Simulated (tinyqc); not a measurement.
Extended Hueckel theory, for H6, step by step. One step of it, computed by the program tinyqc.

Problem. Mulliken analysis. P = C n C^T; charge = valence electrons (H 1) minus the sum of (P S)_ii on the atom; overlap population = 2 sum P_ij S_ij between two atoms.

coefficients:
```
            MO1        MO2        MO3        MO4        MO5        MO6
1H 1s  0.189618   0.369226   0.465649   0.692168  -0.806650   0.549919
2H 1s  0.267603   0.378760   0.213983  -0.467912   1.014257  -0.962212
3H 1s  0.329748   0.123362  -0.441421  -0.635042  -0.359253   1.308365
4H 1s  0.329748  -0.123362  -0.441421   0.635042  -0.359253  -1.308365
5H 1s  0.267603  -0.378760   0.213983   0.467912   1.014257   0.962212
6H 1s  0.189618  -0.369226   0.465649  -0.692168  -0.806650  -0.549919
```

occupations: 2.000000  2.000000  2.000000  0.000000  0.000000  0.000000

overlap S, lower triangle:
```
          1H 1s     2H 1s     3H 1s     4H 1s     5H 1s     6H 1s
1H 1s  1.000000
2H 1s  0.647305  1.000000
3H 1s  0.171771  0.489890  1.000000
4H 1s  0.049664  0.171771  0.647305  1.000000
5H 1s  0.007957  0.031978  0.171771  0.489890  1.000000
6H 1s  0.001765  0.007957  0.049664  0.171771  0.647305  1.000000
```

Give: charges; Overlap populations.

Solution.

charges: 1H -0.1023, 2H 0.0825, 3H 0.0198, 4H 0.0198, 5H 0.0825, 6H -0.1023

Overlap populations:
```
pair      value
2-1    0.751472
3-1   -0.066972
3-2    0.079381
4-1   -0.037461
4-2   -0.036374
4-3    0.746648
5-1    0.000335
5-2   -0.003333
5-3   -0.036374
5-4    0.079381
6-1    0.000822
6-2    0.000335
6-3   -0.037461
6-4   -0.066972
6-5    0.751472
```
